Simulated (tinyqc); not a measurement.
Worked calculation: pressure-driven transition between two phases with analytic equations of state. Computed by tinyqc, a small Python program that keeps every step. Command: `OMP_NUM_THREADS=1 python tinyqc.py 3031341 3031342 out.jsonl transition walk`. One thread of a shared host (Intel(R) Xeon(R) Processor @ 2.30GHz), about 0.03 s of CPU time with the checks. Intermediate numbers are printed to about 5 digits and carried at full precision; extremes and crossings named in words are read from the listed rows.

Each phase obeys E = E0 + (9 V0 B0/16) [y^3 B' + y^2 (2 - 4 y)], y = (V0/V)^(2/3) - 1; P = (3 B0/2) (x^7 - x^5) [1 + (3/4)(B' - 4)(x^2 - 1)], x = (V0/V)^(1/3); E0 = 0 for phase 1 and Delta E0 for phase 2. H = E + P V.

Inputs (values chosen for the exercise, for two model phases):

| quantity | value | unit |
|---|---|---|
| volume V0 of phase 1 | 27.6 | angstrom^3/atom |
| B0 of phase 1 | 84.8 | GPa |
| B' of phase 1 | 4.9 | - |
| volume V0 of phase 2 | 23.2 | angstrom^3/atom |
| B0 of phase 2 | 120 | GPa |
| B' of phase 2 | 4.73 | - |
| energy of phase 2 above phase 1, Delta E0 | 0.04 | eV/atom |
| entropy of phase 2 less phase 1, Delta S | 0.34 | k_B/atom |
| temperature T | 900 | K |

Equation of state: Birch-Murnaghan.

Constants: 1 eV/angstrom^3 = 160.2176634 GPa; k_B = 8.617333262e-05 eV/K.

## First estimate from rigid phases

If neither phase were compressed, P = Delta E0/(V0 of phase 1 - V0 of phase 2).

rigid estimate = 1.4565 GPa

## One Newton step

At the estimate, solve P(V) = P for each phase, form H, and step P(new) = P - (H_2 - H_1)/(V_2 - V_1), since dH/dP = V.

V_1 = 27.148 angstrom^3

H_1 = 0.24882 eV

V_2 = 22.928 angstrom^3

H_2 = 0.24966 eV

next pressure = 1.4882 GPa

## Transition pressure at zero temperature

Start from P = Delta E0/(V0 of phase 1 - V0 of phase 2); at each P solve P(V) = P for both phases and step P(new) = P - (H_2 - H_1)/(V_2 - V_1); stop when |H_2 - H_1| < 1e-10 eV. At the zero-temperature transition the volume change is V_2/V_1 - 1 and the work is P (V_1 - V_2).

Iterations:

| step | P (GPa) | V_1 (angstrom^3) | V_2 (angstrom^3) | H_2 - H_1 (meV) |
|---|---|---|---|---|
| 0 | 1.4565 | 27.148 | 22.928 | 8.3420e-01 |
| 1 | 1.4882 | 27.139 | 22.922 | 3.5875e-04 |
| 2 | 1.4882 | 27.139 | 22.922 | 0 |

transition pressure = 1.4882 GPa

V_1 at the transition = 27.139 angstrom^3

V_2 at the transition = 22.922 angstrom^3

volume change = -15.539 %

work P (V_1 - V_2) = 0.039171 eV/atom

The rigid estimate is low by 2.1 %: phase 1 shrinks faster than phase 2, so the volume gain narrows under pressure.

## Enthalpies against pressure

For each P solve P(V) = P in both phases.

Both phases:

| P (GPa) | V_1 (angstrom^3) | V_2 (angstrom^3) | H_2 - H_1 (meV/atom) | stable |
|---|---|---|---|---|
| 0.00 | 27.600 | 23.200 | 40.000 | phase 1 |
| 0.37 | 27.481 | 23.129 | 29.895 | phase 1 |
| 0.74 | 27.365 | 23.059 | 19.898 | phase 1 |
| 1.10 | 27.255 | 22.993 | 10.272 | phase 1 |
| 1.40 | 27.165 | 22.938 | 2.324 | phase 1 |
| 1.60 | 27.106 | 22.902 | -2.938 | phase 2 |
| 1.90 | 27.019 | 22.848 | -10.779 | phase 2 |
| 2.40 | 26.878 | 22.761 | -23.710 | phase 2 |

H_2 - H_1 changes with slope V_2 - V_1, from -4.400 to -4.117 angstrom^3 per atom over the table, and passes zero at 1.49 GPa. An error of 10 meV per atom in Delta E0 moves the transition by about 0.38 GPa.

## Shift with temperature

At T the condition is H_2 - H_1 - T Delta S = 0, with Delta S constant and thermal expansion left out; the Clausius-Clapeyron slope is dP/dT = Delta S/(V_2 - V_1) at the zero-temperature point.

Clapeyron slope = -1.1131 MPa/K

transition pressure at T = 0.50004 GPa

linear estimate at T = 0.48637 GPa

The dense phase has the higher entropy, so heating lowers the transition pressure. Caution: a constant Delta S holds only at high temperature; it vanishes as T goes to 0, so the shift counted from T = 0 is somewhat too large.

Checks made by the program: slope of the common tangent, -(E_2 - E_1)/(V_2 - V_1) (relative difference below 1e-10).
